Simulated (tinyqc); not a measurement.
Inside a calculation. Model: gas flow in a process chamber: flow regimes, conductance, effective pumping speed, pump-down, outgassing and purge. Computed by tinyqc, a small Python program that keeps every step. Command: `OMP_NUM_THREADS=1 python tinyqc.py 3121365 3121366 out.jsonl pump walk`. One thread of a shared host (Intel(R) Xeon(R) Processor @ 2.30GHz), about 0.06 s of CPU time with the checks. Intermediate numbers are printed to about 5 digits and carried at full precision; extremes and crossings named in words are read from the listed rows.

Ideal gas, isothermal flow, a pump of constant speed at the end of a round pipe; process gas, volume gas and outgassing are given the same properties. 1 sccm = 101325 Pa x 1e-6 m^3/60 s x T/273.15 K.

Inputs (values chosen for the exercise, modelled on hydrogen near room temperature):
```
quantity                     value            unit
molar mass M                 2.016           g/mol
molecular diameter            0.27              nm
viscosity eta                  8.9   micropascal s
temperature T                  293               K
chamber volume V               9.9               L
wall area                      1.7             m^2
pipe diameter d                 16              cm
pipe length l                   70              cm
pump speed S                   160             L/s
process gas flow               120            sccm
outgassing rate after 1 h  5.7e-07  Pa m^3/(s m^2)
outgassing exponent n          1.1               -
starting pressure p0           640              Pa
target base pressure         2e-05              Pa
```

Constants: k_B = 1.380649e-23 J/K; u = 1.6605390666e-27 kg.

## Molecular flow

Mean speed c = sqrt(8 k_B T/(pi m)); aperture conductance C_a = c pi d^2/16; molecular pipe C_m = C_a/(1 + 3 l/(4 d)) (Dushman form); viscous pipe C_v = pi d^4 p_mean/(128 eta l); Knudsen interpolation C = C_v + C_m (1 + x)/(1 + 1.24 x), x = d p_mean sqrt(m/(k_B T))/eta. Effective speed 1/S_eff = 1/S + 1/C_m; time constant V/S_eff; pressure at which the free path k_B T/(sqrt2 pi d_m^2 p) equals d.

mean speed c = 1754.2 m/s

C_a = 8817.5 L/s

C_m = 2059.6 L/s

S_eff in molecular flow = 148.47 L/s

time constant = 0.066682 s

pressure where the free path equals d = 0.078062 Pa

The pipe passes on 93 % of the pump speed.

## Process pressure

Steady flow: the pump inlet is at p_2 = Q/S, and the chamber pressure p_1 solves Q = C((p_1 + p_2)/2) (p_1 - p_2). Residence time = p_1 V/Q. Knudsen number = free path at the mean pressure over d.

throughput Q = 217.38 Pa L/s

p_2 = 1.3586 Pa

chamber pressure p_1 = 1.4001 Pa

conductance C = 5236.0 L/s

residence time = 0.063766 s

Knudsen number = 0.056593

The flow in the pipe is transitional.

## Purging a well-mixed chamber

With steady flow a contaminant decays as exp(-t/residence time); gas used = flow x time.

time to dilute 1e3 times = 0.44048 s

time to dilute 1e6 times = 0.88096 s

gas used for 1e6 = 1.7619 standard cm^3

## Pump-down curve

Pump-down: V dp/dt = -S_eff(p) p + q(t) A, with S_eff = S p_2/p, where p_2 solves C((p + p_2)/2) (p - p_2) = S p_2 at each moment, and q(t) = q_1 (1 h/(t + 10 s))^n; integrated adaptively. At long times p = q(t) A/S_eff. S_eff(p) is tabulated at 260 pressures and interpolated in ln p. Comparison columns: p0 exp(-t/time constant) with the molecular S_eff (0 below 1e-26 p0), and the outgassing limit.

Pressure against time:
```
t (s)       p (Pa)  S_eff (L/s)  volume gas only (Pa)  outgassing limit (Pa)
0.3     5.0793e+00       158.28            7.1170e+00             4.0974e-03
1       3.9658e-03       148.37            1.9645e-04             3.8115e-03
3       3.1915e-03       148.39            1.8509e-17             3.1717e-03
10      1.9827e-03       148.41                     0             1.9747e-03
30      9.2307e-04       148.44                     0             9.2122e-04
100     3.0298e-04       148.46                     0             3.0276e-04
300     9.6882e-05       148.46                     0             9.6857e-05
1000    2.6419e-05       148.47                     0             2.6417e-05
3600    6.5070e-06       148.47                     0             6.5069e-06
20000   9.8914e-07       148.47                     0             9.8914e-07
100000  1.6849e-07       148.47                     0             1.6849e-07
```

From t = 1 s on the pressure is within 20 % of the outgassing limit, which falls only as (t + 10 s)^-1.1: walls, not volume, set the time to base pressure.

## Time to base pressure

From the outgassing limit: t = 1 h x (q_1 A/(S_eff p_target))^(1/n) - 10 s; monolayer time at the target = 1e19 m^-2 x 4 k_B T/(p c) for unit sticking.

time to the target = 0.35853 h

monolayer time = 4.6122 s

Checks made by the program: throughput from C and the pressure drop (relative difference 2e-10).
